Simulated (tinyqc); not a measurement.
WKB tunnelling through a gate dielectric with a two-band (Franz) dispersion: one step. The integrals in closed form. Four cases, with inputs chosen for the exercise.

Question. Parabolic: (2/3) sqrt(m/c) (t/V) (phi^(3/2) - u_e^(3/2)). Franz: sqrt(m/c) Eg^(3/2) (t/V) (f(phi/Eg) - f(u_e/Eg)) with f(y) = ((2y - 1) sqrt(y (1 - y)) + arcsin(sqrt y))/4. u_e = max(phi - V, 0). T = exp(-2 I).

At depth x the conduction edge lies u(x) = phi - V x/t above the electron. Parabolic: kappa = sqrt(m u/c). Franz: kappa = sqrt(m u (1 - u/Eg)/c), which vanishes at both band edges. c = hbar^2/2m0. T = exp(-2 integral of kappa dx) over the region u > 0; no image force, no prefactor, zero transverse momentum. The region ends at x_e = min(t, phi t/V); x_e < t is the Fowler-Nordheim regime.

Constants: hbar^2/2m0 = 3.80998211 eV angstrom^2.

Give: integral of kappa dx; T.

Case 1.

Values chosen (of the size used for SiO2 on silicon; not measured data):
- Eg = 8.89 eV (gap of the dielectric)
- phi = 2.88 eV (barrier above the electron energy at the emitter)
- m = 0.57 m0 (mass at the conduction edge)
- t = 13 angstrom (thickness)
- V = 1.3 V (voltage across the layer)

Answer.

integral of kappa dx: parabolic 7.4818, Franz 6.4577

T: parabolic 3.17e-07, Franz 2.46e-06

The two-band dispersion raises T by a factor 7.75.

Case 2.

Values chosen (of the size used for hBN on silicon; not measured data):
- Eg = 5.75 eV (gap of the dielectric)
- phi = 1.89 eV (barrier above the electron energy at the emitter)
- m = 0.52 m0 (mass at the conduction edge)
- t = 15 angstrom (thickness)
- V = 2.1 V (voltage across the layer)

Answer.

integral of kappa dx: parabolic 4.5710, Franz 4.0897

T: parabolic 0.000107, Franz 0.000280

The two-band dispersion raises T by a factor 2.62.

Case 3.

Values chosen (of the size used for AlN on silicon; not measured data):
- Eg = 6.08 eV (gap of the dielectric)
- phi = 1.78 eV (barrier above the electron energy at the emitter)
- m = 0.36 m0 (mass at the conduction edge)
- t = 44 angstrom (thickness)
- V = 1.2 V (voltage across the layer)

Answer.

integral of kappa dx: parabolic 14.5253, Franz 12.9617

T: parabolic 2.42e-13, Franz 5.52e-12

The two-band dispersion raises T by a factor 22.8.

Case 4.

Values chosen (of the size used for HfO2 on silicon; not measured data):
- Eg = 5.68 eV (gap of the dielectric)
- phi = 1.59 eV (barrier above the electron energy at the emitter)
- m = 0.22 m0 (mass at the conduction edge)
- t = 19 angstrom (thickness)
- V = 2 V (voltage across the layer)

Answer.

integral of kappa dx: parabolic 3.0513, Franz 2.7806

T: parabolic 0.00224, Franz 0.00384

The two-band dispersion raises T by a factor 1.72.

Computed by tinyqc, one run a case: `OMP_NUM_THREADS=1 python tinyqc.py N N+1 out.jsonl` with N = 1451403, 1451569, 1451765, 1451777; one thread of a shared Intel(R) Xeon(R) Processor @ 2.30GHz, about 0.01 s a run at most.
